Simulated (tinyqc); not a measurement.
RHF in the sto-3g basis, for H6, spin multiplicity 1, step by step. One step of it, computed by the program tinyqc.

Question. Iteration 3: diagonalisation and new density. Diagonalise F' = X^T F X, C = X C', fill 3 alpha and 3 beta electrons from the bottom; D = 2 C_occ C_occ^T. Each column has its largest component positive (the first on a tie).

extrapolated F (hartree), lower triangle:
```
,1H 1s,2H 1s,3H 1s,4H 1s,5H 1s,6H 1s
1H 1s,-0.377758
2H 1s,-0.604821,-0.390816
3H 1s,-0.075138,-0.159989,-0.393142
4H 1s,-0.016345,-0.075184,-0.608369,-0.393101
5H 1s,-0.000037,-0.003429,-0.075050,-0.159752,-0.391368
6H 1s,-0.000587,-0.000039,-0.016356,-0.075111,-0.605321,-0.378357
```

X, lower triangle:
```
,1H 1s,2H 1s,3H 1s,4H 1s,5H 1s,6H 1s
1H 1s,1.264330
2H 1s,-0.497355,1.289870
3H 1s,0.045583,-0.156751,1.295066
4H 1s,-0.015672,0.046288,-0.509078,1.294995
5H 1s,0.001086,-0.002882,0.046263,-0.156591,1.290616
6H 1s,-0.000372,0.001088,-0.015684,0.045590,-0.498301,1.265132
```

Give: F' = X^T F X; orbital energies; coefficients C; D after iteration 3.

Answer.

F' = X^T F X (hartree), lower triangle:
```
,1,2,3,4,5,6
1,0.0581
2,-0.6505,0.0754
3,0.0538,-0.1675,0.0820
4,-0.0183,0.0549,-0.6653,0.0820
5,0.0022,-0.0044,0.0549,-0.1673,0.0757
6,-0.0017,0.0022,-0.0183,0.0538,-0.6513,0.0585
```

orbital energies (hartree): MO1 -0.6421, MO2 -0.5916, MO3 -0.5345, MO4 0.5305, MO5 0.7210, MO6 0.9484

coefficients C:
```
,MO1,MO2,MO3,MO4,MO5,MO6
1H 1s,0.2309,-0.3803,-0.3209,0.6421,-0.8748,-0.6079
2H 1s,0.2597,-0.3886,-0.2880,-0.5394,0.8983,0.7339
3H 1s,0.3731,-0.0327,0.4036,-0.7698,-0.1181,-1.0275
4H 1s,0.3731,0.0285,0.4039,0.7704,-0.1118,1.0276
5H 1s,0.2613,0.3893,-0.2854,0.5361,0.8996,-0.7367
6H 1s,0.2325,0.3814,-0.3183,-0.6387,-0.8770,0.6109
```

D after iteration 3, lower triangle:
```
,1H 1s,2H 1s,3H 1s,4H 1s,5H 1s,6H 1s
1H 1s,0.6019
2H 1s,0.6003,0.6027
3H 1s,-0.0619,-0.0133,0.6063
4H 1s,-0.1086,-0.0610,0.6025,0.6063
5H 1s,0.0077,-0.0025,-0.0608,-0.0133,0.6025
6H 1s,0.0216,0.0077,-0.1084,-0.0618,0.6001,0.6016
```
